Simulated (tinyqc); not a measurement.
Programming of a floating-gate cell by Fowler-Nordheim tunnelling: one step of the calculation.

Per tunnel area the floating gate has Ctun = 3.9 eps0/tox to the channel (0 V) and Ccg to the control gate, Ct = Ctun/(1 - ag), no other coupling. With the threshold shift U = -Q/Ccg the field is F = ag (Vg - U)/tox, and dU/dt = J/Ccg. Fowler-Nordheim: J = A F^2 exp(-B/F), A = q^2/(16 pi^2 hbar mo phi) (times 1e14 for A/cm^2 with F in V/nm, emitter mass m0), B = (4/3) sqrt(mo/C) phi^1.5, C = hbar^2/(2 m0).

Problem. Constants of the cell. A, B, Ccg = ag Ct, the starting field and current, K = A B ag/(Ccg tox), and the knee time t0 = exp(B/F(0))/K.

Parameters, values chosen for the exercise; oxide values close to those of silicon dioxide:
- phi = 3.17 eV (tunnel barrier)
- mo = 0.45 m0 (tunnelling mass)
- tox = 9.7 nm (tunnel oxide thickness)
- ag = 0.66 (coupling ratio Ccg/Ct)
- ar = 1600 nm^2 (tunnel area)
- Vt0 = -2.4 V (threshold shift at the start)
- Vg = 15.4 V (control-gate voltage)

Constants: q = 1.602176634e-19 C, hbar = 1.054571817e-34 J s, m0 = 9.1093837015e-31 kg, eps0 = 8.8541878128e-14 F/cm where lengths are in cm, hbar^2/(2 m0) = 0.0380998212 eV nm^2. Results are converted to the units shown.

Find: A; B; Ccg; F(0); J(0); K; t0; electrons for 1 V of shift.

Solution.

A = 1.081e8 A cm^-2 (V/nm)^-2
B = 25.86 V/nm
Ccg = 0.6910 uF/cm^2
F(0) = 1.211 V/nm
J(0) = 0.08435 A/cm^2
K = 2.752e14 1/s
t0 = 6.829 us
electrons for 1 V of shift = 69.01

Range of the model: Programming fields of 10 MV/cm and more wear the oxide; trapping and the channel potential are ignored.

tinyqc, about 0.02 s, one thread, Intel Xeon 2.30GHz (shared host): `OMP_NUM_THREADS=1 python tinyqc.py 2130143 2130144 out.jsonl`
